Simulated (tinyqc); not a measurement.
From results back to parameters: defect-molecule model of a vacancy with Jahn-Teller distortion. Three cases, with inputs chosen for the exercise.

Problem. With et the undistorted t2 level, Uc the repulsion of two electrons, I the Jahn-Teller coupling and k the force constant, the levels above Ev are E(2+/+) = et - E_JT, E(+/0) = et - 3 E_JT + Uc, the Stokes shift of the first transition is 2 E_JT, E_JT = 2 I^2/k and the distortion of the + state is 2 I/k. The values below come from hidden parameters.

Case 1.

levels (eV): (2+/+) 0.13722, (+/0) 0.01165

Stokes shift = 0.445568 eV
distortion of + = 0.188800 angstrom

Case 2.

levels (eV): (2+/+) 0.19978, (+/0) 0.14933

Stokes shift = 0.300444 eV
distortion of + = 0.144444 angstrom

Case 3.

levels (eV): (2+/+) 0.13626, (+/0) 0.04877

Stokes shift = 0.367490 eV
distortion of + = 0.157047 angstrom

Find: et, Uc; I; k.

Solution. E_JT is half the Stokes shift; et = E(2+/+) + E_JT; Uc = E(+/0) - E(2+/+) + 2 E_JT; with Q the distortion, I = E_JT/Q and k = 2 E_JT/Q^2.

Case 1.

et, Uc (eV): 0.360  0.320

I = 1.18 eV/angstrom
k = 12.5 eV/angstrom^2

Case 2.

et, Uc (eV): 0.350  0.250

I = 1.04 eV/angstrom
k = 14.4 eV/angstrom^2

Case 3.

et, Uc (eV): 0.320  0.280

I = 1.17 eV/angstrom
k = 14.9 eV/angstrom^2

Computed by tinyqc, one run a case: `OMP_NUM_THREADS=1 python tinyqc.py N N+1 out.jsonl` with N = 1481390, 1481480, 1481498; one thread of a shared Intel(R) Xeon(R) Processor @ 2.30GHz, about 0.01 s a run at most.
